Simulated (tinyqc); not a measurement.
Activation against anneal temperature: dopants and charged point defects at anneal temperature: Fermi-level effect, clustering and pairing. Computed by tinyqc, a small Python program. Command: `OMP_NUM_THREADS=1 python tinyqc.py 3017120 3017121 out.jsonl pairing walk`. One thread of a shared host (Intel(R) Xeon(R) Processor @ 2.30GHz), about 0.03 s of CPU time with the checks.

Boltzmann statistics and full ionisation of active dopants. Energies are counted from the valence band; the defect (a vacancy or self-interstitial) has five charge states, with all degeneracy factors one.

Inputs (values chosen for the exercise, with bands modelled on silicon): gap at 0 K E_g0 = 1.16 eV; Varshni alpha = 0.000491 eV/K; Varshni beta = 638 K; electron mass m_e = 0.319 m_0; valleys M_c = 6; hole mass m_h = 0.792 m_0; anneal temperature T = 850 K; total dopant density N = 6e+20 cm^-3; site density N_s = 4.4e+22 cm^-3; dopant atoms per cluster k = 2; cluster binding energy E_b = 1.07 eV.

Dopant: donor. Second part: clustering of the dopant.

Constants: m_0 = 9.1093837015e-31 kg; k_B = 1.380649e-23 J/K; h = 6.62607015e-34 J s; k_B = 8.617333262e-05 eV/K.

Method:
- E_g = E_g0 - alpha T^2/(T + beta).
- N_c = 2 M_c (2 pi m_e k_B T/h^2)^(3/2) and N_v = 2 (2 pi m_h k_B T/h^2)^(3/2), masses in units of m_0.
- n_i = sqrt(N_c N_v) exp(-E_g/2 k_B T); E_i = E_g/2 + (k_B T/2) ln(N_v/N_c).
- n = A/2 + sqrt(A^2/4 + n_i^2) for an active density A.
- k ionised dopants and k carriers form one neutral cluster: C = N_s (A/N_s)^k (n/N_b)^k exp(E_b/k_B T), N_b the effective density of states of the majority band, and N = A + k C (60 bisections in ln A between ln N - 90 and ln N).

Equilibrium activation:
```
T (K)  n_i (cm^-3)  active A (cm^-3)  clusters C (cm^-3)  active share
510     3.1941e+14        1.0619e+18          2.9947e+20      0.001770
600     3.3108e+15        2.9866e+18          2.9851e+20      0.004978
680     1.6343e+16        6.0219e+18          2.9699e+20      0.010036
760     5.9231e+16        1.0564e+19          2.9472e+20      0.017606
850     1.9357e+17        1.7650e+19          2.9117e+20      0.029417
940     5.1514e+17        2.6891e+19          2.8655e+20      0.044818
1020    1.0793e+18        3.6871e+19          2.8156e+20      0.061451
```

What does the comparison show, and why?

The active share goes from 0.00177 at 510 K to 0.0615 at 1020 K, so a layer activated by a hot, short anneal is metastable and deactivates in later, cooler steps if the dopant can move. Over the first three rows, where most dopant is clustered, a fit of ln A rises with slope 0.305 eV against -1/k_B T, near E_b/(2k) = 0.268 eV plus 0.75 k_B T.
